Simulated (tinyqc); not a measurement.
Worked calculation: plane-wave Kohn-Sham cycle with exchange-only LDA in a layered model solid. Computed by tinyqc, a small Python program that keeps every step. Settings: points = 16, plane-wave index or count = 3, electrons = 2, k points = 2, area = 20.0, mixing = 0.3, iteration cap = 73, Kerker q0 = 1.3. Command: `OMP_NUM_THREADS=1 python tinyqc.py 22525 22526 out.jsonl` (the two numbers bound the seeds that draw the settings). One thread of a shared host (Intel(R) Xeon(R) Processor @ 2.60GHz), about 0.02 s of CPU time with the checks. Later iterations appear only in the table of the cycle.

## Iteration 1: potential

A solid whose potential varies along x alone (atomic units):
```
parameter                      value
period a                   10.700000
cross-section of the cell  20.000000
electrons per cell                 2
grid points                       16
plane waves -n..n, n               3
k points                           2
V1 in V1 cos(2 pi x/a)     -0.240000
```

density at the start, on the grid x_j = j a/N (e/bohr^3): 0.0093458  0.0093458  0.0093458  0.0093458  0.0093458  0.0093458  0.0093458  0.0093458  0.0093458  0.0093458  0.0093458  0.0093458  0.0093458  0.0093458  0.0093458  0.0093458

V_H(G) = 4 pi rho(G)/G^2 for G != 0 (uniform background); v_x = -(3 rho/pi)^(1/3); V = V_ext + V_H + v_x; Fourier components f(G_m) = (1/N) sum_j f(x_j) exp(-i G_m x_j).

Potentials on the grid (hartree):
```
x            V_ext      V_H       v_x         V
0.00000   -0.24000  0.00000  -0.20743  -0.44743
0.66875   -0.22173  0.00000  -0.20743  -0.42916
1.33750   -0.16971  0.00000  -0.20743  -0.37713
2.00625   -0.09184  0.00000  -0.20743  -0.29927
2.67500          0  0.00000  -0.20743  -0.20743
3.34375    0.09184  0.00000  -0.20743  -0.11558
4.01250    0.16971  0.00000  -0.20743  -0.03772
4.68125    0.22173  0.00000  -0.20743   0.01431
5.35000    0.24000  0.00000  -0.20743   0.03257
6.01875    0.22173  0.00000  -0.20743   0.01431
6.68750    0.16971  0.00000  -0.20743  -0.03772
7.35625    0.09184  0.00000  -0.20743  -0.11558
8.02500          0  0.00000  -0.20743  -0.20743
8.69375   -0.09184  0.00000  -0.20743  -0.29927
9.36250   -0.16971  0.00000  -0.20743  -0.37713
10.03125  -0.22173  0.00000  -0.20743  -0.42916
```

V(G_m), m = 0, 1, 2, ... (hartree): -0.20743  -0.12000  0.00000  0.00000  0.00000  0.00000  0.00000

## Iteration 1: Hamiltonian at one k

k = 0.25000 2 pi / a

H(m,m') = (k + G_m)^2/2 delta + V(G_m - G_m'), with V(-G) = V(G).

H (hartree):
```
          -3        -2        -1        +0        +1        +2        +3
-3   1.09642  -0.12000   0.00000   0.00000   0.00000   0.00000   0.00000
-2  -0.12000   0.32058  -0.12000   0.00000   0.00000   0.00000   0.00000
-1   0.00000  -0.12000  -0.11045  -0.12000   0.00000   0.00000   0.00000
+0   0.00000   0.00000  -0.12000  -0.19665  -0.12000   0.00000   0.00000
+1   0.00000   0.00000   0.00000  -0.12000   0.06196  -0.12000   0.00000
+2   0.00000   0.00000   0.00000   0.00000  -0.12000   0.66540  -0.12000
+3   0.00000   0.00000   0.00000   0.00000   0.00000  -0.12000   1.61365
```

## Iteration 1: levels at that k

Diagonalise the Hermitian matrix.

eigenvalues (hartree): -0.31547  -0.08373  0.09613  0.33616  0.67426  1.11483  1.62875

## Iteration 1: new density

Motion across x is left out: the lowest 1 band(s) hold two electrons at each of the k points (j + 1/2)/nk - 1/2. Residual R = rho(out) - rho(in); rho(new) = rho(in) + 0.3 R, with R(G) scaled by G^2/(G^2 + 1.3^2) (Kerker). rho(out) = 2/(a A nk) sum |psi|^2 with psi = sum c exp(i G x). Harris energy E = band energy - dV sum rho (V_H/2 + v_x) + (3/4) dV sum rho v_x with rho(in), dV = a A/N, band energy = (2/nk) sum of the filled levels.

rho(out) (e/bohr^3): 0.0281933  0.0250801  0.0177319  0.0101046  0.0047633  0.0019315  0.0007111  0.0002670  0.0001604  0.0002670  0.0007111  0.0019315  0.0047633  0.0101046  0.0177319  0.0250801

density after iteration 1 (e/bohr^3): 0.0108640  0.0104783  0.0096491  0.0089766  0.0087397  0.0088178  0.0089854  0.0091105  0.0091538  0.0091105  0.0089854  0.0088178  0.0087397  0.0089766  0.0096491  0.0104783

energy per cell = -0.5272304 hartree

## Iteration 2: potential

As before.

Potentials on the grid (hartree):
```
x            V_ext       V_H       v_x         V
0.00000   -0.24000   0.03075  -0.21810  -0.42734
0.66875   -0.22173   0.02668  -0.21549  -0.41054
1.33750   -0.16971   0.01645  -0.20965  -0.36290
2.00625   -0.09184   0.00444  -0.20466  -0.29206
2.67500          0  -0.00572  -0.20284  -0.20856
3.34375    0.09184  -0.01261  -0.20344  -0.12421
4.01250    0.16971  -0.01658  -0.20472  -0.05160
4.68125    0.22173  -0.01850  -0.20567  -0.00244
5.35000    0.24000  -0.01906  -0.20600   0.01494
6.01875    0.22173  -0.01850  -0.20567  -0.00244
6.68750    0.16971  -0.01658  -0.20472  -0.05160
7.35625    0.09184  -0.01261  -0.20344  -0.12421
8.02500          0  -0.00572  -0.20284  -0.20856
8.69375   -0.09184   0.00444  -0.20466  -0.29206
9.36250   -0.16971   0.01645  -0.20965  -0.36290
10.03125  -0.22173   0.02668  -0.21549  -0.41054
```

V(G_m), m = 0, 1, 2, ... (hartree): -0.20731  -0.11032  0.00059  -0.00026  -0.00003  0.00001  0.00000

## Iteration 2: Hamiltonian at one k

k = 0.25000 2 pi / a

As before.

H (hartree):
```
          -3        -2        -1        +0        +1        +2        +3
-3   1.09654  -0.11032   0.00059  -0.00026  -0.00003   0.00001   0.00000
-2  -0.11032   0.32069  -0.11032   0.00059  -0.00026  -0.00003   0.00001
-1   0.00059  -0.11032  -0.11033  -0.11032   0.00059  -0.00026  -0.00003
+0  -0.00026   0.00059  -0.11032  -0.19654  -0.11032   0.00059  -0.00026
+1  -0.00003  -0.00026   0.00059  -0.11032   0.06208  -0.11032   0.00059
+2   0.00001  -0.00003  -0.00026   0.00059  -0.11032   0.66551  -0.11032
+3   0.00000   0.00001  -0.00003  -0.00026   0.00059  -0.11032   1.61376
```

## Iteration 2: levels at that k

As before.

eigenvalues (hartree): -0.30174  -0.08320  0.09121  0.33379  0.67298  1.11213  1.62654

## Iteration 2: new density

As before.

rho(out) (e/bohr^3): 0.0274466  0.0245542  0.0176569  0.0103471  0.0050654  0.0021492  0.0008332  0.0003326  0.0002088  0.0003326  0.0008332  0.0021492  0.0050654  0.0103471  0.0176569  0.0245542

density after iteration 2 (e/bohr^3): 0.0121307  0.0114524  0.0099753  0.0087367  0.0082512  0.0083434  0.0086260  0.0088506  0.0089305  0.0088506  0.0086260  0.0083434  0.0082512  0.0087367  0.0099753  0.0114524

energy per cell = -0.5007155 hartree

## Convergence

Stop when sqrt(dV sum R^2) is below 1e-8, dV = a A/N.

Course of the cycle:
```
iteration  E (hartree)  norm of the residual
1           -0.5272304              1.44e-01
2           -0.5007155              1.31e-01
3           -0.4777437              1.20e-01
4           -0.4581076              1.09e-01
5           -0.4415114              9.93e-02
6           -0.4276344              9.01e-02
7           -0.4161577              8.15e-02
8           -0.4067757              7.34e-02
9           -0.3992010              6.59e-02
10          -0.3931658              5.88e-02
11          -0.3884235              5.22e-02
...                ...                   ...
63          -0.3741922              4.24e-05
64          -0.3741922              3.71e-05
65          -0.3741922              3.25e-05
66          -0.3741922              2.84e-05
67          -0.3741922              2.49e-05
68          -0.3741922              2.18e-05
69          -0.3741922              1.90e-05
70          -0.3741922              1.67e-05
71          -0.3741922              1.46e-05
72          -0.3741922              1.27e-05
73          -0.3741922              1.12e-05
```

Not converged within 73 iterations: the residual falls steadily but slowly, by a factor of about 0.87 a step. Reruns (cap 100 unless said): mixing 0.1: not converged; mixing 0.5, Kerker q0 1.0: converged in 52 (E = -0.37419); mixing 0.3, Pulay depth 5: converged in 22 (E = -0.37419); the original settings with a cap of 400: converged in 126 (E = -0.37419).
